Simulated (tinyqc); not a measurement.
Capacitance of parallel on-chip lines from Laplace's equation on a mesh: one step of the calculation.

Cross-section of an endless row of equal lines between two grounded planes; neighbours are driven in antiphase (+1 V and -1 V), so the plane midway between two lines is at 0 V. By symmetry one quarter is solved: x runs from the centre of a line (column 0, mirror) to that midplane (column 4, 0 V), y from the mid-height of the line (row 0, mirror) to the ground plane (row 4, 0 V). The line fills columns 0 to 1 and rows 0 to 1 at 1 V. Cells beside the line (below row 1) have e2, cells above have e1. Each link between nodes has the conductance g = mean permittivity of the two cells beside it (a cell beyond a mirror counts as 0), and the free nodes obey sum g (V_neighbour - V) = 0.

Problem. Relaxation sweep. One sweep visits the free nodes row by row from row 0, left to right, and replaces V by V + om (weighted mean of the neighbours - V), using new values at once.

Parameters, values chosen for the exercise:
```
symbol,value,unit,meaning
om,1.4,,over-relaxation factor
```

V at the start (V):
```
       col 0  col 1  col 2  col 3  col 4
row 0      1      1      0      0      0
row 1      1      1      0      0      0
row 2      0      0      0      0      0
row 3      0      0      0      0      0
row 4      0      0      0      0      0
```

gx:
```
       col 0  col 1  col 2  col 3
row 0    0.5    0.5    0.5    0.5
row 1      2      2      2      2
row 2      3      3      3      3
row 3      3      3      3      3
row 4    1.5    1.5    1.5    1.5
```

gy:
```
       col 0  col 1  col 2  col 3  col 4
row 0    0.5      1      1      1    0.5
row 1    1.5      3      3      3    1.5
row 2    1.5      3      3      3    1.5
row 3    1.5      3      3      3    1.5
```

Find: V after sweep 1.

Solution.

V after sweep 1 (V):
```
        col 0   col 1   col 2   col 3   col 4
row 0  1.0000  1.0000  0.3500  0.1225  0.0000
row 1  1.0000  1.0000  0.4113  0.1654  0.0000
row 2  0.3500  0.4725  0.3093  0.1661  0.0000
row 3  0.1225  0.2082  0.1811  0.1216  0.0000
row 4  0.0000  0.0000  0.0000  0.0000  0.0000
```

tinyqc, about 1 s, one thread, Intel Xeon 2.30GHz (shared host): `OMP_NUM_THREADS=1 python tinyqc.py 2790101 2790102 out.jsonl`
